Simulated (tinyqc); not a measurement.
Warping of the constant-energy contours: six-band Luttinger-Kohn model.

Six-band Luttinger-Kohn model in the basis |3/2,3/2>, |3/2,1/2>, |3/2,-1/2>, |3/2,-3/2>, |1/2,1/2>, |1/2,-1/2>, electron energies, zero at the top of the unstrained valence band. H = -[rows: (P+Q, -S, R, 0, -S/r2, r2 R); (-S*, P-Q, 0, R, -r2 Q, r32 S); (R*, 0, P-Q, S, r32 S*, r2 Q); (0, R*, S*, P+Q, -r2 R*, -S*/r2); (-S*/r2, -r2 Q, r32 S, -r2 R, P+Dso, 0); (r2 R*, r32 S*, r2 Q, -S/r2, 0, P+Dso)], r2 = sqrt(2), r32 = sqrt(3/2). Levels are twofold.

P = c g1 k^2 - av tr(e); Q = c g2 (kx^2 + ky^2 - 2 kz^2) - (b/2)(exx + eyy - 2 ezz); R = c sqrt3 [-g2 (kx^2 - ky^2) + 2i g3 kx ky] + (sqrt3/2) b (exx - eyy) - i d exy; S = 2 c sqrt3 g3 (kx - i ky) kz - d (exz - i eyz); c = hbar^2/2m0, e the strain tensor (not engineering shear).

Constants: hbar^2/2m0 = 3.80998211 eV angstrom^2.

Parameters, chosen for this exercise (near those of GaP; the results hold for these values, not for the real material): Dso = 0.081 eV (spin-orbit splitting); g1 = 4.07 (Luttinger gamma1); g2 = 0.49 (gamma2); g3 = 1.24 (gamma3); E_h = 5 meV (hole energy below the top).

No strain (e = 0). In the plane kz = 0, |k| where the top and second pairs lie E_h below the top, against the angle from [100]; m = c k^2/E_h.

Contours:
```
angle (degrees)  k top (1/angstrom)  k second (1/angstrom)  m top (m0)  m second (m0)
0                            0.0206                 0.0162       0.324          0.199
9                            0.0212                 0.0159       0.343          0.193
18                           0.0227                 0.0154       0.393          0.180
27                           0.0246                 0.0149       0.461          0.170
36                           0.0263                 0.0147       0.526          0.164
45                           0.0270                 0.0146       0.554          0.161
```

The heavy contour reaches 1.308 times as far along [110] as along [100], the light one 0.901 times. The warping follows g3 - g2 = 0.75 and would vanish for g2 = g3. Along [100] the heavy mass is 1/(g1 - 2 g2) = 0.324 at any energy, while the light one is 0.1990, against 1/(g1 + 2 g2) = 0.1980 at the edge, for E_h/Dso = 0.06.

Run: tinyqc, `OMP_NUM_THREADS=1 python tinyqc.py 1080635 1080636 out.jsonl`; Intel(R) Xeon(R) Processor @ 2.30GHz, one thread, shared host; about 0.04 s of CPU time with all checks.
